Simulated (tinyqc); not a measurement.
Worked calculation: CCSD on RHF in the 6-31g basis, for H4, spin multiplicity 1. One step of it, computed by the program tinyqc.

Problem. Iteration 7 (converged): orbitals. Diagonalise F' = X^T F X, C = X C', fill 2 alpha and 2 beta electrons from the bottom; D = 2 C_occ C_occ^T. Each column has its largest component positive (the first on a tie).

converged F (hartree):
```
           1H 1s      1H 2s      2H 1s      2H 2s      3H 1s      3H 2s      4H 1s      4H 2s
1H 1s   0.039423  -0.460945  -0.480625  -0.447381  -0.076841  -0.207884   0.024794  -0.031356
1H 2s  -0.460945  -0.334813  -0.490341  -0.397702  -0.187594  -0.259422  -0.031345  -0.099918
2H 1s  -0.480625  -0.490341  -0.057523  -0.548783  -0.347033  -0.400048  -0.077079  -0.187815
2H 2s  -0.447381  -0.397702  -0.548783  -0.458708  -0.400170  -0.392902  -0.208205  -0.259628
3H 1s  -0.076841  -0.187594  -0.347033  -0.400170  -0.058056  -0.549102  -0.481231  -0.490783
3H 2s  -0.207884  -0.259422  -0.400048  -0.392902  -0.549102  -0.458821  -0.447795  -0.397873
4H 1s   0.024794  -0.031345  -0.077079  -0.208205  -0.481231  -0.447795   0.038885  -0.461267
4H 2s  -0.031356  -0.099918  -0.187815  -0.259628  -0.490783  -0.397873  -0.461267  -0.334992
```

X:
```
           1H 1s      1H 2s      2H 1s      2H 2s      3H 1s      3H 2s      4H 1s      4H 2s
1H 1s   1.273985  -0.465399  -0.103707  -0.063472   0.017449   0.137855  -0.019379  -0.043007
1H 2s  -0.465399   2.117249   0.122630  -1.614558   0.019187   0.718383  -0.043006  -0.191011
2H 1s  -0.103707   0.122630   1.298117  -0.651592  -0.071372   0.092910   0.017538   0.019131
2H 2s  -0.063472  -1.614558  -0.651592   3.999648   0.092879  -2.455551   0.137905   0.718925
3H 1s   0.017449   0.019187  -0.071372   0.092879   1.298234  -0.651673  -0.104249   0.122879
3H 2s   0.137855   0.718383   0.092910  -2.455551  -0.651673   4.002862  -0.063486  -1.617186
4H 1s  -0.019379  -0.043006   0.017538   0.137905  -0.104249  -0.063486   1.274134  -0.465330
4H 2s  -0.043007  -0.191011   0.019131   0.718925   0.122879  -1.617186  -0.465330   2.119163
```

Give: F' = X^T F X; orbital energies; coefficients C; D after iteration 7.

Solution.

F' = X^T F X (hartree):
```
         1        2        3        4        5        6        7        8
1   0.6264  -0.5531  -0.3799  -0.2021   0.0799   0.0662  -0.0167   0.0053
2  -0.5531   0.2558  -0.0905  -0.2175   0.0063  -0.0748   0.0053   0.0431
3  -0.3799  -0.0905   0.5987  -0.6273  -0.2458  -0.0803   0.0800   0.0062
4  -0.2021  -0.2175  -0.6273   0.5056  -0.0804  -0.2728   0.0661  -0.0748
5   0.0799   0.0063  -0.2458  -0.0804   0.5986  -0.6273  -0.3808  -0.0903
6   0.0662  -0.0748  -0.0803  -0.2728  -0.6273   0.5058  -0.2021  -0.2176
7  -0.0167   0.0053   0.0800   0.0661  -0.3808  -0.2021   0.6264  -0.5530
8   0.0053   0.0431   0.0062  -0.0748  -0.0903  -0.2176  -0.5530   0.2559
```

orbital energies (hartree): MO1 -0.6963, MO2 -0.4579, MO3 0.1578, MO4 0.4095, MO5 0.8322, MO6 1.0956, MO7 1.2007, MO8 1.4316

coefficients C:
```
          MO1      MO2      MO3      MO4      MO5      MO6      MO7      MO8
1H 1s  0.1726   0.2507   0.1537  -0.0952   0.5823   0.8481  -0.7280  -0.4029
1H 2s  0.1209   0.2434   0.9858   1.9280  -0.3247   0.1353   1.1456   1.2951
2H 1s  0.2583   0.1903  -0.1638  -0.1793   0.5706   0.2905   0.7109   1.0357
2H 2s  0.1952   0.3981  -0.6749  -3.2197  -0.5117  -2.1678  -1.0044  -2.9357
3H 1s  0.2587  -0.1901  -0.1635   0.1796   0.5711  -0.2903   0.7074  -1.0380
3H 2s  0.1956  -0.3978  -0.6745   3.2223  -0.5195   2.1694  -0.9923   2.9402
4H 1s  0.1730  -0.2505   0.1537   0.0955   0.5829  -0.8464  -0.7279   0.4062
4H 2s  0.1211  -0.2429   0.9860  -1.9314  -0.3218  -0.1383   1.1415  -1.3005
```

D after iteration 7:
```
         1H 1s    1H 2s    2H 1s    2H 2s    3H 1s    3H 2s    4H 1s    4H 2s
1H 1s   0.1852   0.1638   0.1846   0.2670  -0.0060  -0.1319  -0.0659  -0.0800
1H 2s   0.1638   0.1478   0.1551   0.2410  -0.0300  -0.1463  -0.0801  -0.0890
2H 1s   0.1846   0.1551   0.2059   0.2524   0.0613  -0.0503  -0.0060  -0.0299
2H 2s   0.2670   0.2410   0.2524   0.3933  -0.0504  -0.2404  -0.1319  -0.1462
3H 1s  -0.0060  -0.0300   0.0613  -0.0504   0.2061   0.2524   0.1848   0.1550
3H 2s  -0.1319  -0.1463  -0.0503  -0.2404   0.2524   0.3930   0.2670   0.2407
4H 1s  -0.0659  -0.0801  -0.0060  -0.1319   0.1848   0.2670   0.1854   0.1636
4H 2s  -0.0800  -0.0890  -0.0299  -0.1462   0.1550   0.2407   0.1636   0.1474
```
